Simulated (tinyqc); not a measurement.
Conductance of a narrow metal strip with scatterers (square lattice, Green functions): sweeps and comparisons. A value that a table varies takes the place of the one given here.

A strip of W sites across with hard walls, site energy 0 and hopping -t. Mode n = 1 to W has profile chi_n(j) = sqrt(2/(W + 1)) sin(n j pi/(W + 1)) and energy en = -2t cos(n pi/(W + 1)); E = en - 2t cos(kn a). With z_n = exp(i kn a) (Im k > 0 for closed modes, |z| < 1) each lead gives the self-energy -t z_n in mode n. One column carries the site energies v, here one foreign atom. In the mode basis V_nm = sum_j chi_n(j) v_j chi_m(j), G = (E - en + 2 t z_n - V)^-1, and t_nm = 2t sqrt(sin(kn a) sin(km a)) G_nm in size for open modes. T = sum |t_nm|^2, conductance (2e^2/h) T.

Constants: e^2/h = 3.874045865e-05 S.

Inputs chosen for the exercise (hopping and spacing of the size met in Cu or Al; the lattice is a model; shifted at random, so the results belong to these values and not to a real crystal):

| symbol | value | unit | meaning |
|---|---|---|---|
| t | 1.93 | eV | hopping |
| W | 4 |  | sites across |
| v | (0, -4.8, 0, 0) | eV | site energies in the scattering column |
| a | 2.69 | angstrom | spacing |
| E | 0.09 | eV | Fermi energy |

## Conductance steps with and without the scatterer

E is varied across the lower half of the band.

Against energy:

| E/t | E (eV) | open modes | T | reflected |
|---|---|---|---|---|
| -3.30 | -6.369 | 1 | 0.2697 | 0.7303 |
| -2.95 | -5.694 | 1 | 0.2820 | 0.7180 |
| -2.65 | -5.114 | 1 | 0.2818 | 0.7182 |
| -2.30 | -4.439 | 2 | 1.3398 | 0.6602 |
| -1.95 | -3.764 | 2 | 1.3302 | 0.6698 |
| -1.65 | -3.184 | 2 | 1.2051 | 0.7949 |
| -1.30 | -2.509 | 3 | 2.1766 | 0.8234 |
| -0.95 | -1.833 | 3 | 2.1844 | 0.8156 |
| -0.65 | -1.254 | 3 | 2.0296 | 0.9704 |
| -0.30 | -0.579 | 4 | 3.1330 | 0.8670 |
| 0.05 | 0.097 | 4 | 3.2166 | 0.7834 |

What does this show, and why?

The clean strip goes from 1 to 4 open modes. The reflected flux ranges from 0.660 (E/t = -2.3) to 0.970 (E/t = -0.65). A scatterer on one site acts on one combination of modes only, so it can reflect at most one unit.

## The same scatterer in wider strips

Width (W + 1) a; the strength is the entry of v largest in size. The foreign atom sits at site W/2 + 1, rounded down. Added resistance (1/T - 1/M)/(2 e^2/h), M the number of open modes.

Against width:

| W | width (angstrom) | M | T | T/M | added resistance (ohm) |
|---|---|---|---|---|---|
| 3 | 10.8 | 3 | 2.2435 | 0.7478 | 1450.6 |
| 4 | 13.4 | 4 | 3.2168 | 0.8042 | 785.6 |
| 5 | 16.1 | 5 | 4.1861 | 0.8372 | 501.9 |
| 6 | 18.8 | 6 | 5.1704 | 0.8617 | 345.1 |
| 8 | 24.2 | 8 | 7.1403 | 0.8925 | 194.3 |
| 10 | 29.6 | 10 | 9.1132 | 0.9113 | 125.6 |
| 14 | 40.4 | 13 | 12.8387 | 0.9876 | 12.5 |
| 20 | 56.5 | 19 | 18.4488 | 0.9710 | 20.3 |

How do the results move?

The added resistance is 1451 ohm at W = 3 and 20.3 at W = 20; from W = 10 to 20 it changes by a factor 0.16, where 1/M gives 0.53 and 1/M^2 gives 0.28. A point scatterer removes at most one unit of M (here 0.16 to 0.89), so its resistance is at most 1/(M (M - 1)) in units of h/2e^2, without bound for M = 1, with jumps where modes open or where the site sits near a node of the open modes; the largest value is at W = 3 (1451 ohm).

## What each change does

Open modes M, T and the added resistance (1/T - 1/M)/(2 e^2/h). Each row changes one parameter from the base and keeps the others.

Results:

| case | M | T | added resistance (ohm) |
|---|---|---|---|
| base | 4 | 3.2168 | 786 |
| t = 2.007 eV | 4 | 3.2305 | 769 |
| E = 0.24 eV | 4 | 3.2073 | 797 |
| v = (0, -6.24, 0, 0) eV | 4 | 3.1408 | 883 |

What can be read from the table?

The largest shifts from the base row, up to three for each result and ties (the steps differ in size, so this ranks the rows, not the parameters). M: unchanged at the printed digits by t, E and v. T: v -0.0761, t +0.0137, E -0.0095. added resistance (ohm): v +97, t -17, E +12.

Computed by tinyqc, a small Python program: `OMP_NUM_THREADS=1 python tinyqc.py 1452292 1452293 out.jsonl` (the numbers bound the seed that draws the inputs); one thread of a shared host (Intel(R) Xeon(R) Processor @ 2.30GHz), about 0.01 s for the whole set of steps.
